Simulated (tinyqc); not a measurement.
Spin curve: spin coating of a resist or spin-on film: centrifugal thinning, evaporation and the final thickness (Emslie and Meyerhofer models). Computed by tinyqc, a small Python program. Command: `OMP_NUM_THREADS=1 python tinyqc.py 3113816 3113817 out.jsonl spincoat walk`. One thread of a shared host (Intel(R) Xeon(R) Processor @ 2.30GHz), about 0.07 s of CPU time with the checks.

A Newtonian film stays uniform over the wafer; solvent and solids have the same density and the concentration is uniform through the thickness.

Inputs (values chosen for the exercise, of the order of those of a polymer resist in an ester solvent):
```
quantity                                 value          unit
solids volume fraction c0                 0.31             -
kinematic viscosity of the solvent nu_s    1.5        mm^2/s
viscosity constant k                      2300        mm^2/s
viscosity exponent gamma                   2.8             -
spin speed f                              3000           rpm
evaporation rate at 1000 rpm e0          0.087  micrometre/s
starting thickness h0                      200    micrometre
wafer radius R                              50            mm
```

Method:
- omega = 2 pi f/60; nu(c) = nu_s + k c^gamma; evaporation rate e = e0 sqrt(f/1000 rpm).
- Flow constant K = 2 omega^2/(3 nu(c0)); Reynolds number of the air omega R^2/nu_air with nu_air = 15 mm^2/s.
- Meyerhofer estimate: flow rules until (1 - c0) K h^3 = e, then evaporation alone: h_w = (e/((1 - c0) K))^(1/3), dry film c0 h_w.
- Full model for solids s and liquid l per area, h = s + l, c = s/h: ds/dt = -c Q, dl/dt = -(1 - c) Q - e, Q = 2 omega^2 h^3/(3 nu(c)); integrated adaptively (relative tolerance 1e-9) until l = 0.

dry film, estimate = 2057.64 nm

Dry film against speed:
```
f (rpm)  full model (nm)  estimate (nm)  time to dry (s)
500               5538.8         5040.2           233.72
1000              3917.1         3563.9           117.01
1500              3198.5         2909.9            78.04
2000              2770.0         2520.1            58.55
3000              2261.7         2057.6            39.04
4000              1958.7         1782.0            29.28
6000              1599.3         1455.0            19.52
```

What follows from these numbers?

The full thickness goes as f^-0.500; the estimate as (e/omega^2)^(1/3) = f^(-1/2). The time to dry goes as f^-1.00. A thickness window of 1 % allows a speed error of about 2 %.
